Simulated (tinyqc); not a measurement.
# Resonant-tunnelling diode, transfer matrices and Tsu-Esaki current: effect of temperature at two biases

Emitter (band edge 0), barrier d1, well Lw, barrier d2, collector (edge -V). The bias drops linearly over these layers and none in the contacts; each layer is cut into ns equal slices, flat at the value of their centres. E is the energy of motion across the layers, C = hbar^2/(2 m0), psi and psi'/m are continuous. Transport is coherent, T(E) is taken as independent of the transverse momentum, and charge in the well is ignored.

The current at V = 0.088 V and at V = 0.135 V, Ef held fixed. For the pair (psi, psi'/m) a flat layer has M = [[cos kd, (m/k) sin kd], [-(k/m) sin kd, cos kd]] with k = sqrt(m (E - U)/C) above its edge U, and M = [[cosh Kd, (m/K) sinh Kd], [(K/m) sinh Kd, cosh Kd]] with K = sqrt(m (U - E)/C) below it. Later slices stand to the left. With M acting on (psi, psi'/m) and v = k/m in each lead, T(E) = 4 vL vR/[(vL vR M12 - M21)^2 + (vR M11 + vL M22)^2]. J = J0 times the integral over E > 0 of T(E) N(E), N = ln[(1 + exp((Ef - E)/Vt))/(1 + exp((Ef - V - E)/Vt))], J0 = q^2 mw m0 kB T/(2 pi^2 hbar^3) (times 1e-4 for A/cm^2 per eV). The integral is converged to the digits shown.

Parameters, values chosen for the exercise; masses and offsets of a made-up heterostructure:

| symbol | value | unit | meaning |
|---|---|---|---|
| mw | 0.067 | m0 | mass in the well, spacer and contacts |
| U1 | 0.25 | eV | barrier height |
| m1 | 0.074 | m0 | barrier mass |
| d1 | 2.1 | nm | emitter barrier |
| Lw | 6.9 | nm | well width |
| d2 | 2.1 | nm | collector barrier |
| ns | 2 |  | slices in each layer |
| Ef | 0.037 | eV | Fermi energy of both contacts above their band edges |

Constants: q = 1.602176634e-19 C, kB = 1.380649e-23 J/K, hbar = 1.054571817e-34 J s, m0 = 9.1093837015e-31 kg, Vt = kB T/q, hbar^2/(2 m0) = 0.0380998212 eV nm^2. Results are converted to the units shown.

Result of one run:
```
T (K)  J at 0.088 V (kA/cm^2)  J at 0.135 V (kA/cm^2)  ratio
40                      136.0                   17.73  7.672
```

What becomes of these results when the temperature T is changed from 40 to 77 K, all else the same?

Result of the changed run:
```
T (K)  J at 0.088 V (kA/cm^2)  J at 0.135 V (kA/cm^2)  ratio
77                      139.0                   19.66  7.072
```

The whole series:
```
T (K)  J at 0.088 V (kA/cm^2)  J at 0.135 V (kA/cm^2)  ratio
40                      136.0                   17.73  7.672
77                      139.0                   19.66  7.072
150                     153.1                   28.04  5.462
220                     175.2                   46.04  3.805
300                     212.1                   88.31  2.401
400                     283.8                   185.5  1.530
```

The first current rises from 136 to 284 kA/cm^2, the second rises from 17.7 to 185 kA/cm^2, and their ratio falls from 7.67 to 1.53. Heat lifts electrons to energies where the barriers transmit more, which raises the second current by a far larger factor than the first.

tinyqc, about 0.3 s, one thread, Intel Xeon 2.30GHz (shared host): `OMP_NUM_THREADS=1 python tinyqc.py 2600134 2600135 out.jsonl`
